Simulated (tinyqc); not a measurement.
# Floating body of a partially depleted SOI transistor: body voltage and kink: effects of single changes

Source at 0 V. Channel current Ic = 2 nf K Vt^2 [F(0) - F(Vd)](1 + la Vd), F(V) = ln^2(1 + exp((Vg - VT - nf V)/(2 nf Vt))), VT = VT0 - gb Vb. Saturation voltage Vs = 2 Vt sqrt(F(0)) + 3 Vt, excess Ve = (Vd - Vs + sqrt((Vd - Vs)^2 + 0.0004 V^2))/2, multiplication M1 = Ai Ve exp(-Bl/Ve). Each junction passes D(v) = J1 (exp(v/Vt) - 1) + J2 (exp(v/(2 Vt)) - 1). Bipolar current Ib = bb J1 (exp(Vb/Vt) - 1). The body settles where M1 (Ic + Ib) = D(Vb) + D(Vb - Vd) + Vb/Rb; drain current Id = (1 + M1)(Ic + Ib) - D(Vb - Vd).

Parameters, values chosen for the exercise; values of the order met in partially depleted silicon-on-insulator transistors: temperature T = 358 K; threshold at zero body voltage VT0 = 0.35 V; fall of the threshold per volt of body voltage gb = 0.14; slope factor nf = 1.19; gain factor per width K = 120 uA/(V^2 um); channel-length modulation factor la = 0.06 1/V; impact-ionisation prefactor Ai = 2.28 1/V; impact-ionisation voltage Bl = 5.2 V; diffusion saturation current of each junction J1 = 4.4e-11 uA/um; recombination saturation current of each junction J2 = 3.4e-8 uA/um; gain of the lateral bipolar transistor on the diffusion current bb = 0.5; resistance of a weak body tie to the source (1e9 stands for no tie, and the term is then dropped) Rb = 1e9 kohm um; gate voltage Vg = 0.37 V; drain voltage Vd = 2.4 V.

Constants: q = 1.602176634e-19 C, kB = 1.380649e-23 J/K, Vt = kB T/q. Results are converted to the units shown.

Each table varies one quantity; the others keep the values above.

## Output curve and kink

Rows with more than one solution for Vb (latch) are left out; dId/dVd by a forward difference over 1e-4 V, swing = 1e-4 V over the change of log10 Id; M1 under 1e-12 is printed as 0.

Results:
```
Vd (V)  Vb (V)        M1  Id, floating (uA/um)  Id, grounded (uA/um)  ratio  dId/dVd, floating (uS/um)  dId/dVd, grounded (uS/um)
0.68    0.3674  4.137e-5                0.4734                0.1990  2.379                      1.076                    0.01177
0.84    0.4802  5.538e-4                0.6041                0.2010  3.006                     0.6368                    0.01368
1.16    0.5840   0.01027                0.7643                0.2073  3.687                     0.4373                    0.02869
1.32    0.6148   0.02526                0.8353                0.2129  3.923                     0.4604                    0.04245
1.48    0.6387   0.05082                0.9146                0.2210  4.137                     0.5391                    0.05952
1.64    0.6582   0.08905                 1.010                0.2321  4.354                     0.6681                    0.07893
1.8     0.6746    0.1413                 1.131                0.2464  4.591                     0.8481                    0.09984
```

Estimate the missing row, Vd = 1 V.

Computed row:
```
Vd (V)  Vb (V)        M1  Id, floating (uA/um)  Id, grounded (uA/um)  ratio  dId/dVd, floating (uS/um)  dId/dVd, grounded (uS/um)
1       0.5423  0.003069                0.6917                0.2035  3.399                     0.4831                    0.01903
```

With this row back in the table: Vb rises from 0.367 to 0.675 V and the ratio of the currents rises from 2.38 to 4.59. The output conductance with a floating body exceeds the grounded value by the largest factor among the rows, 91.5, at Vd = 0.68 V, where Vb = 0.367 V and M1 = 4.14e-5.

## Transfer curve and swing

Same model as above.

Result of one run:
columns A: Vg (V); B: Vb (V); C: M1; D: Id, floating (uA/um); E: Id, grounded (uA/um); F: ratio; G: swing, floating (mV/decade); H: swing, grounded (mV/decade)
```
A       B       C         D         E      F      G      H
0  0.4232  0.5517  2.030e-4  3.467e-5  5.856  68.18  84.98
```

What becomes of these results when the gate voltage Vg is changed from 0 to -0.1 V, all else the same?

Result of the changed run:
columns A: Vg (V); B: Vb (V); C: M1; D: Id, floating (uA/um); E: Id, grounded (uA/um); F: ratio; G: swing, floating (mV/decade); H: swing, grounded (mV/decade)
```
A          B       C         D         E      F      G      H
-0.1  0.2541  0.5524  6.182e-6  2.321e-6  2.663  65.62  85.88
```

The whole series:
columns A: Vg (V); B: Vb (V); C: M1; D: Id, floating (uA/um); E: Id, grounded (uA/um); F: ratio; G: swing, floating (mV/decade); H: swing, grounded (mV/decade)
```
A          B       C         D         E      F      G      H
-0.1  0.2541  0.5524  6.182e-6  2.321e-6  2.663  65.62  85.88
0     0.4232  0.5517  2.030e-4  3.467e-5  5.856  68.18  84.98
0.1   0.5362  0.5483  0.004956  5.148e-4  9.627  76.30  85.97
0.2   0.6249  0.5356   0.08150  0.007147  11.40  91.04  89.96
0.3   0.6906  0.5027    0.6998   0.07995  8.752  131.8  103.7
0.4   0.7313  0.4520     2.803    0.5552  5.048  213.6  141.2
0.5   0.7553  0.3963     6.678     2.118  3.153  329.9  213.7
0.6   0.7701  0.3426     11.99     5.142  2.332  467.0  316.2
0.7   0.7796  0.2926     18.42     9.549  1.929  615.1  436.6
```

Vb rises from 0.254 to 0.780 V. The smallest swing among the rows is 65.6 mV a decade with a floating body (at Vg = -0.1 V) and 85.0 with a grounded one; Vt ln 10 = 71.0. The floating swing is smaller by more than 3 % for Vg = -0.1, 0, 0.1 V, where the rising Vb lowers the threshold as Vg rises. In the first row the floating body raises the current by a factor of 2.66.

Range of the model: The multiplication law is an empirical form chosen for the exercise; self-heating and capacitive coupling to the body are left out, and the linear laws are rough once Vb passes about 0.7 V or M1 about 0.1.

tinyqc, about 0.2 s, one thread, Intel Xeon 2.30GHz (shared host): `OMP_NUM_THREADS=1 python tinyqc.py 2182198 2182199 out.jsonl`
